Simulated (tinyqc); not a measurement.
Single-oscillator infrared dielectric function of a polar cubic crystal: one step, computed by the program tinyqc.

One ion pair, charges +Z* and -Z*, in a cell of volume Omega = a^3. Frequencies omega are given as wavenumbers (1/cm); eps_s is the static dielectric constant.

Problem. Optical constants at the probe frequency. eps(omega) = eps_inf + W^2/(omega_TO^2 - omega^2 - i gamma omega); n + i k = sqrt(eps) with k >= 0; R = |(n + i k - 1)/(n + i k + 1)|^2 at normal incidence from vacuum. omega is the probe ratio times omega_TO. Intensity decays over 1/(4 pi omega k); the loss function is Im(-1/eps).

Inputs (values chosen for the exercise, modelled on caesium chloride):
```
quantity                    value  unit
omega_TO                     98.8  1/cm
eps_inf                      2.63     -
phonon damping gamma          5.2  1/cm
probe frequency / omega_TO   1.57     -
```

Structure: caesium chloride. Free carriers: absent.

W = 206.1315 1/cm

Give: omega; Re eps; Im eps; n; k; reflectivity R; penetration depth of the intensity; loss function.

Solution.

omega = 155.116 1/cm

Re eps = -0.3320

Im eps = 0.1671

n = 0.1408

k = 0.5932

reflectivity R = 0.6593

penetration depth of the intensity = 8.649 micrometre

loss function = 1.209

Re eps is negative: the wave is evanescent and the crystal reflects like a metal.
